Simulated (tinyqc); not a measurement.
The lens: binary melting diagram from solution models of liquid and solid. Computed by tinyqc, a small Python program. Command: `OMP_NUM_THREADS=1 python tinyqc.py 3024272 3024273 out.jsonl melt walk`. One thread of a shared host (Intel(R) Xeon(R) Processor @ 2.30GHz), about 0.01 s of CPU time with the checks.

x is the fraction of B. In a phase with interaction L: mu_A = G_A + R T ln(1 - x) + L x^2, mu_B = G_B + R T ln x + L (1 - x)^2. Melting: G(liquid) - G(solid) = H (1 - T/T_m) for each pure component.

Inputs (values chosen for the exercise, for a model alloy):

| quantity | value | unit |
|---|---|---|
| melting point T_A | 985 | K |
| melting point T_B | 1220 | K |
| heat of melting H_A | 23.8 | kJ/mol |
| heat of melting H_B | 25.5 | kJ/mol |
| liquid interaction L_L | 2.4 | kJ/mol |
| solid interaction L_S | 0.46 | kJ/mol |

Diagram: complete solid solution (lens).

Constants: R = 8.314462618 J/(mol K).

Method. Equal potentials: F_A = dG_A + R T ln[(1 - xl)/(1 - xs)] + L_L xl^2 - L_S xs^2 = 0, F_B = dG_B + R T ln(xl/xs) + L_L (1 - xl)^2 - L_S (1 - xs)^2 = 0. Newton steps from the ideal values with the exact Jacobian, halved if x would leave (0, 1); stop below 1e-12, residuals under 1e-7 shown as 0.

Liquidus and solidus:

| T (K) | xl | xs | ideal xl | ideal xs |
|---|---|---|---|---|
| 997 | 0.02791 | 0.06131 | 0.04356 | 0.07644 |
| 1032 | 0.11996 | 0.22810 | 0.17589 | 0.27805 |
| 1067 | 0.23044 | 0.38023 | 0.31562 | 0.45260 |
| 1102 | 0.36280 | 0.52213 | 0.46221 | 0.60498 |
| 1138 | 0.52498 | 0.66262 | 0.61958 | 0.74261 |
| 1173 | 0.70979 | 0.79993 | 0.77844 | 0.86094 |
| 1208 | 0.92136 | 0.94593 | 0.94259 | 0.96643 |

What follows from these numbers?

The lens is widest among these rows at 1102 K (0.159 in x, ideal 0.143). L_L - L_S = +1.9 kJ/mol, relative to the mixed solid, penalises the mixed liquid, and the liquidus lies above the ideal one in every row.
